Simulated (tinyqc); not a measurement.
Length of a molecular wire: coherent transport through a tight-binding bridge. Computed by the program tinyqc. 

A uniform bridge between two chains:
```
parameter,value
site energy (eV),1.670000
hopping in the bridge (eV),0.480000
lead hopping (eV),2.200000
couplings (eV),"0.76, 1.09"
E (eV),-0.390000
```

T = Gamma_L Gamma_R |G_1n|^2 with the self-energies of semi-infinite chains.

Transmission against length:
```
sites,T,ln T
2,7.8470e-03,-4.848
3,4.8110e-04,-7.639
4,2.9417e-05,-10.434
5,1.7984e-06,-13.229
6,1.0995e-07,-16.023
7,6.7216e-09,-18.818
8,4.1092e-10,-21.613
9,2.5122e-11,-24.407
10,1.5358e-12,-27.202
```

E lies outside the band of the bridge (|E - e|/2h = 2.146 > 1), so T decays as exp(-beta n) with beta = 2 arccosh(2.146) = 2.7947 a site; the last two rows give 2.7947.
